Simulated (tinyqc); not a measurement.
# Free and trapped electrons in a MOS channel with a dense trap tail: free and trapped charge against gate voltage

p-type body, charge-sheet picture, full ionisation (an idealisation for deep acceptors), Boltzmann statistics for free electrons. e = Ec - EF at the surface. Acceptor-like traps of density D(E) = D0 + De exp(-E/Ew) at depth E below Ec, from 0 to Eu, hold n_t = integral of D(E)/(1 + exp((e - E)/Vt)). psi = Eg - Vt ln(Nv/Na) - e; N_dep = sqrt(2 eps0 eps_r Na (psi - Vt)/q); n_f = sqrt(N_dep^2 + 2 eps0 eps_r Vt Nc exp(-e/Vt)/q) - N_dep; Vg = Vfb + psi + q (N_dep + n_t + n_f)/Cox, Cox = eps0 eox/tox.

Free share n_f/(n_f + n_t); swing ln 10 n_f/(dn_f/dVg); field-effect mobility mf q (dn_f/dVg)/Cox, for a constant mf; oxide field q (N_dep + n_t + n_f)/(eps0 eox).

Parameters, values chosen for the exercise; band and dielectric values close to those of 4H silicon carbide: temperature T = 300 K; band gap Eg = 3.22 eV; relative permittivity eps_r = 9.75; conduction-band density of states at T Nc = 1.69e19 cm^-3; valence-band density of states at T Nv = 2.5e19 cm^-3; relative permittivity of the insulator eox = 3.9; insulator thickness tox = 29 nm; acceptor density Na = 1.5e17 cm^-3; flat-band voltage without trapped charge Vfb = -2.13 V; constant background density of acceptor-like traps D0 = 1.2e10 cm^-2 eV^-1; density of the tail at the conduction edge De = 4.2e12 cm^-2 eV^-1; decay energy of the tail Ew = 0.07 eV; depth below Ec down to which the traps reach Eu = 0.79 eV; mobility of free electrons mf = 130 cm^2/(V s).

Constants: q = 1.602176634e-19 C, kB = 1.380649e-23 J/K, Vt = kB T/q, eps0 = 8.8541878128e-14 F/cm where lengths are in cm. Results are converted to the units shown.

Free and trapped charge against gate voltage:
```
Vg (V)	e (eV)	n_f (cm^-2)	n_t (cm^-2)	free share (%)	swing (mV/decade)	field-effect mobility (cm^2/(V s))	oxide field (MV/cm)
3.4	0.3724	6.255e5	6.827e9	0.009162	94.07	0.002678	0.9706
4	0.09074	3.188e10	1.051e11	23.28	291.8	44.00	1.080
4.6	0.02992	3.122e11	2.031e11	60.59	1215	103.5	1.266
5.1	0.01009	6.284e11	2.366e11	72.65	2188	115.7	1.432
5.7	-0.004896	1.036e12	2.578e11	80.08	3437	121.5	1.634
6.3	-0.01567	1.458e12	2.700e11	84.38	4730	124.2	1.837
6.8	-0.02287	1.815e12	2.767e11	86.77	5826	125.5	2.007
7.4	-0.03013	2.248e12	2.823e11	88.84	7157	126.5	2.211
8	-0.03634	2.683e12	2.863e11	90.36	8498	127.1	2.416
```

What does the table show?

n_f reaches 1e11 cm^-2 at Vg = 4.20 V, against 4.00 V without traps. The free share rises from 0.00916 to 90.4 % and the field-effect mobility rises from 0.00268 to 127 cm^2/(V s), although mf = 130 is constant: in the last row 97.8 % of Cox dVg goes into free electrons. The swing in the first row is 94.1 mV a decade (Vt ln 10 = 59.5). For Vg = 4.6, 5.1, 5.7, 6.3, 6.8, 7.4, 8 EF lies less than 2 Vt below the band edge, or above it, where degeneracy and confinement, left out, matter.

Program tinyqc, `OMP_NUM_THREADS=1 python tinyqc.py 2222071 2222072 out.jsonl`; Intel Xeon 2.30GHz, shared host, one thread, about 0.02 s.
